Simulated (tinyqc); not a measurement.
Changing the electron mass m: hydrogenic impurity: series, fields, screening, photoionisation and donor-acceptor pairs. Computed by tinyqc, a small Python program. Command: `OMP_NUM_THREADS=1 python tinyqc.py 3009132 3009133 out.jsonl hydrogenic sweep`. One thread of a shared host (Intel(R) Xeon(R) Processor @ 2.30GHz), about 0.01 s of CPU time with the checks.

One isotropic, parabolic band. Effective units: Ry* and a*, in which H = -nabla^2 - 2/r.

Inputs (values chosen for the exercise, modelled on ZnO): dielectric constant eps = 8.2; donor density N = 1.1e+18 cm^-3.

Parts treated: magnetic field and photoionisation.

Constants: Ry = 13.605693123 eV; a_0 = 0.529177210903 angstrom; h x 1 THz = 4.135667696 meV.

Method. Ry* = Ry m/eps^2, a* = a_0 eps/m; level n is bound by Ry*/n^2; <r> = (3/2) a* in 1s; lines 1s -> np at Ry* (1 - 1/n^2); 1 THz = 4.135667696 meV. Wigner-Seitz radius r_s = (3/(4 pi N))^(1/3); Mott criterion N_c^(1/3) a* = 0.26; overlap of two 1s orbitals at distance d: S = exp(-x)(1 + x + x^2/3), x = d/a*, with d = N^(-1/3).

One run for each value:

| electron mass m (m_0) | Ry* (meV) | a* (angstrom) | Mott density (cm^-3) | overlap S |
|---|---|---|---|---|
| 0.068 | 13.76 | 63.813 | 6.7640e+16 | 7.2013e-01 |
| 0.100 | 20.23 | 43.393 | 2.1512e+17 | 5.2492e-01 |
| 0.150 | 30.35 | 28.928 | 7.2602e+17 | 2.8408e-01 |
| 0.220 | 44.52 | 19.724 | 2.2906e+18 | 1.0271e-01 |
| 0.330 | 66.77 | 13.149 | 7.7307e+18 | 1.6713e-02 |
| 0.730 | 147.71 | 5.944 | 8.3684e+19 | 8.8484e-06 |
| 1.100 | 222.58 | 3.945 | 2.8632e+20 | 4.8992e-09 |

Give the missing row, electron mass m (m_0) = 0.490.

Computed row:
```
electron mass m (m_0)  Ry* (meV)  a* (angstrom)  Mott density (cm^-3)   overlap S
0.490                      99.15          8.856            2.5308e+19  9.1992e-04
```

Interpolating between the two neighbouring rows (the first column on a logarithmic scale, the others too where they are positive) misses most in overlap S, by 58 %. Over the rows, Ry* (meV) rises from 13.8 to 223 (exponent d ln y / d ln x about 1.0 throughout); a* (angstrom) falls from 63.8 to 3.94 (exponent d ln y / d ln x about -1.0 throughout); Mott density (cm^-3) rises from 6.76e16 to 2.86e20 (exponent d ln y / d ln x about 3.0 throughout). The exponent of Ry* stays at 1: Ry* = Ry m/eps^2. The exponent of Mott density stays at 3: the Mott density goes as a*^-3.

Caution (rows 0.0680, 0.100, 0.150): N lies above the Mott density, where the levels of isolated donors have no meaning. Caution (rows 0.490, 0.730, 1.10): the Bohr radius is only a few bond lengths, so central-cell terms and band anisotropy matter.
